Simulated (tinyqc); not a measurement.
UHF in the 6-311g basis, for H2-, spin multiplicity 2, step by step. The basis has no diffuse functions, so it cannot describe the extra electron: this is an exercise in the method, not the real anion. One step of it, computed by the program tinyqc.

Task: Iteration 2: diagonalisation and new density. Diagonalise F' = X^T F X, C = X C', fill 2 alpha and 1 beta electrons from the bottom; D(s) = C_occ C_occ^T. Each column has its largest component positive (the first on a tie).

extrapolated F(alpha) (hartree):
```
           1H 1s      1H 2s      1H 3s      2H 1s      2H 2s      2H 3s
1H 1s   0.857744  -0.273854  -0.392941  -0.402894  -0.368342  -0.357457
1H 2s  -0.273854  -0.120937  -0.209370  -0.368342  -0.249008  -0.221834
1H 3s  -0.392941  -0.209370  -0.044544  -0.357457  -0.221834  -0.060441
2H 1s  -0.402894  -0.368342  -0.357457   0.857744  -0.273854  -0.392941
2H 2s  -0.368342  -0.249008  -0.221834  -0.273854  -0.120937  -0.209370
2H 3s  -0.357457  -0.221834  -0.060441  -0.392941  -0.209370  -0.044544
```

extrapolated F(beta) (hartree):
```
           1H 1s      1H 2s      1H 3s      2H 1s      2H 2s      2H 3s
1H 1s   0.934308  -0.202123  -0.345379  -0.413692  -0.366815  -0.345644
1H 2s  -0.202123  -0.032530  -0.136028  -0.366815  -0.231436  -0.188870
1H 3s  -0.345379  -0.136028   0.033179  -0.345644  -0.188870  -0.008298
2H 1s  -0.413692  -0.366815  -0.345644   0.934308  -0.202123  -0.345379
2H 2s  -0.366815  -0.231436  -0.188870  -0.202123  -0.032530  -0.136028
2H 3s  -0.345644  -0.188870  -0.008298  -0.345379  -0.136028   0.033179
```

X:
```
               1          2          3          4          5         6
1H 1s   0.582476  -0.911017  -0.710065   0.697649   0.568359  0.157851
1H 2s  -2.256840   1.406133   1.218242   0.330838   0.081558  0.230389
1H 3s   3.414167  -0.818090   0.926426   0.099668  -0.492737  0.220211
2H 1s  -0.582476  -0.911017   0.710065  -0.697649   0.568359  0.157851
2H 2s   2.256840   1.406133  -1.218242  -0.330838   0.081558  0.230389
2H 3s  -3.414167  -0.818090  -0.926426  -0.099668  -0.492737  0.220211
```

Give: F' = X^T F X; orbital energies; coefficients C; F' = X^T F X; orbital energies; coefficients C; D(alpha) after iteration 2; D(beta) after iteration 2.

Result:

F' = X^T F X (alpha) (hartree):
```
         1        2        3        4        5        6
1   1.3674   0.0000  -1.0242   0.4324   0.0000   0.0000
2   0.0000   2.1893   0.0000   0.0000  -0.8924   0.0422
3  -1.0242   0.0000   1.5013  -1.0568   0.0000   0.0000
4   0.4324   0.0000  -1.0568   1.3345   0.0000   0.0000
5   0.0000  -0.8924   0.0000   0.0000   1.0288  -0.0829
6   0.0000   0.0422   0.0000   0.0000  -0.0829  -0.3121
```

orbital energies (alpha) (hartree): MO1 -0.3172, MO2 0.1631, MO3 0.5478, MO4 0.9196, MO5 2.6754, MO6 3.1206

coefficients C (alpha):
```
          MO1      MO2      MO3      MO4      MO5      MO6
1H 1s  0.1889   0.0862  -0.0530  -0.0766  -1.0674  -1.1476
1H 2s  0.2446   0.0538  -0.7295  -1.8318   1.2021   1.8244
1H 3s  0.1818   2.2678   0.8362   2.4315  -0.4777  -1.2122
2H 1s  0.1889  -0.0862  -0.0530   0.0766  -1.0674   1.1476
2H 2s  0.2446  -0.0538  -0.7295   1.8318   1.2021  -1.8244
2H 3s  0.1818  -2.2678   0.8362  -2.4315  -0.4777   1.2122
```

F' = X^T F X (beta) (hartree):
```
         1        2        3        4        5        6
1   1.4153   0.0000  -0.9672   0.4685   0.0000   0.0000
2   0.0000   2.2038   0.0000   0.0000  -0.8887   0.0335
3  -0.9672   0.0000   1.6889  -0.9194   0.0000   0.0000
4   0.4685   0.0000  -0.9194   1.5156   0.0000   0.0000
5   0.0000  -0.8887   0.0000   0.0000   1.0657  -0.0889
6   0.0000   0.0335   0.0000   0.0000  -0.0889  -0.2444
```

orbital energies (beta) (hartree): MO1 -0.2508, MO2 0.4652, MO3 0.5842, MO4 1.0034, MO5 2.6918, MO6 3.1512

coefficients C (beta):
```
          MO1      MO2      MO3      MO4      MO5      MO6
1H 1s  0.1881   0.0767  -0.0467  -0.0828  -1.0679  -1.1478
1H 2s  0.2560  -0.2199  -0.7303  -1.8287   1.1992   1.8150
1H 3s  0.1700   2.6030   0.8402   2.0783  -0.4750  -1.1959
2H 1s  0.1881  -0.0767  -0.0467   0.0828  -1.0679   1.1478
2H 2s  0.2560   0.2199  -0.7303   1.8287   1.1992  -1.8150
2H 3s  0.1700  -2.6030   0.8402  -2.0783  -0.4750   1.1959
```

D(alpha) after iteration 2:
```
         1H 1s    1H 2s    1H 3s    2H 1s    2H 2s    2H 3s
1H 1s   0.0431   0.0508   0.2298   0.0282   0.0416  -0.1611
1H 2s   0.0508   0.0627   0.1664   0.0416   0.0569  -0.0774
1H 3s   0.2298   0.1664   5.1762  -0.1611  -0.0774  -5.1101
2H 1s   0.0282   0.0416  -0.1611   0.0431   0.0508   0.2298
2H 2s   0.0416   0.0569  -0.0774   0.0508   0.0627   0.1664
2H 3s  -0.1611  -0.0774  -5.1101   0.2298   0.1664   5.1762
```

D(beta) after iteration 2:
```
        1H 1s   1H 2s   1H 3s   2H 1s   2H 2s   2H 3s
1H 1s  0.0354  0.0482  0.0320  0.0354  0.0482  0.0320
1H 2s  0.0482  0.0655  0.0435  0.0482  0.0655  0.0435
1H 3s  0.0320  0.0435  0.0289  0.0320  0.0435  0.0289
2H 1s  0.0354  0.0482  0.0320  0.0354  0.0482  0.0320
2H 2s  0.0482  0.0655  0.0435  0.0482  0.0655  0.0435
2H 3s  0.0320  0.0435  0.0289  0.0320  0.0435  0.0289
```
